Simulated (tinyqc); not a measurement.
# Electron continuity equation in a given potential, Scharfetter-Gummel discretisation: three discretisations compared

Steady state in one dimension: J = q mu n E + q D dn/dx with E = -dpsi/dx and D = mu Vt, dJ/dx = q (n/tau - G), fixed densities nL and nR at the ends. The potential is given, psi = 0 for x < L/2 and U (2 x/L - 1) beyond, and is not changed by the electrons.

8 equal intervals. Fluxes J_i = (q D/h)(n_(i+1) P_i - n_i Q_i), d_i = (psi_(i+1) - psi_i)/Vt: Scharfetter-Gummel P = B(d), Q = B(-d), B(d) = d/(exp(d) - 1); central P = 1 - d/2, Q = 1 + d/2; upwind P = 1 + max(-d, 0), Q = 1 + max(d, 0). Balance at each inner node: J_i - J_(i-1) = q h (n_i/tau - G). The reference is Scharfetter-Gummel on 1600 intervals.

Parameters, values chosen for the exercise; mobility close to that of gallium arsenide at room temperature:
```
symbol    value        unit                               meaning
T           300           K                           temperature
mu         7840  cm^2/(V s)                     electron mobility
L            10          um                  length of the region
nL       1.2e14       cm^-3                      density at x = 0
nR       1.9e15       cm^-3                      density at x = L
tau     5.9e-10           s                              lifetime
G             0  cm^-3 s^-1               uniform generation rate
U          0.96           V  potential difference psi(L) - psi(0)
```

Constants: q = 1.602176634e-19 C, kB = 1.380649e-23 J/K, Vt = kB T/q. Results are converted to the units shown.

Densities (cm^-3):
```
node,Scharfetter-Gummel,central,upwind,reference
0,1.200e14,1.200e14,1.200e14,1.200e14
1,7.892e13,1.345e14,7.894e13,7.880e13
2,4.814e13,1.665e14,4.820e13,4.801e13
3,2.366e13,2.203e14,2.376e13,2.356e13
4,2.272e12,3.030e14,2.424e12,2.230e12
5,2.241e12,-5.029e14,3.906e12,2.199e12
6,2.209e12,7.635e14,1.965e13,2.168e12
7,2.353e12,-1.226e15,1.842e14,2.312e12
8,1.900e15,1.900e15,1.900e15,1.900e15
```

What does the table show?

Largest errors as a share of the largest reference density listed: Scharfetter-Gummel 0.0069 %, central 65 %, upwind 9.6 %. The largest |d| is 9.28. Central differences give 2 negative value(s), since P or Q changes sign once |d| exceeds 2. Upwinding stays positive but acts as if D were larger by the factor 1 + |d|/2, up to 5.64 here.

Range of the model: The drift velocity mu E exceeds 1e7 cm/s somewhere, where real mobilities no longer stay constant.

Numbers from tinyqc (`OMP_NUM_THREADS=1 python tinyqc.py 2220024 2220025 out.jsonl`; about 0.01 s on one thread of a shared Intel Xeon 2.30GHz).
